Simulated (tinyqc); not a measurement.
## Gate voltage for a given inversion charge

Question. p-type body, charge-sheet picture, depletion and inversion only, full ionisation (an idealisation for deep acceptors), Boltzmann statistics (rough once Na exp(x - xn) passes about Nc/7). In units of Vt: xg = (Vg - Vfb)/Vt, x = psi/Vt, G = gamma/sqrt(Vt), xn = (2 phiF + Vc)/Vt. The implicit equation is (xg - x)^2 = G^2 [x - 1 + exp(x - xn)] for x above about 3. Cox = eps0 eox/tox. ni = sqrt(Nc Nv) exp(-Eg/(2 Vt)), Eg in volts; phiF = Vt ln(Na/ni); gamma = sqrt(2 q eps0 eps_r Na)/Cox. N_inv = (Cox Vt G/q) [sqrt(x - 1 + exp(x - xn)) - sqrt(x - 1)]. Find x - xn, psi and Vg.

Values chosen for this exercise; band and dielectric values close to those of silicon: temperature T = 250 K; band gap Eg = 1.14 eV; relative permittivity eps_r = 11.6; conduction-band density of states at T Nc = 2.11e19 cm^-3; valence-band density of states at T Nv = 2e19 cm^-3; relative permittivity of the gate insulator (close to silicon dioxide) eox = 3.9; insulator thickness tox = 19 nm; acceptor density Na = 7.6e17 cm^-3; flat-band voltage Vfb = -0.35 V; channel-body voltage Vc = 0 V.

Constants: q = 1.602176634e-19 C, kB = 1.380649e-23 J/K, Vt = kB T/q, eps0 = 8.8541878128e-14 F/cm where lengths are in cm. Results are converted to the units shown.

N_inv = 2.2e10 cm^-2

Answer. N_inv rises steadily with x, so it fixes x; the implicit equation then gives xg directly.

x - xn = -0.437
psi = 0.989 V
Vg = 3.36 V

tinyqc, about 0.01 s, one thread, Intel Xeon 2.30GHz (shared host): `OMP_NUM_THREADS=1 python tinyqc.py 2122093 2122094 out.jsonl`
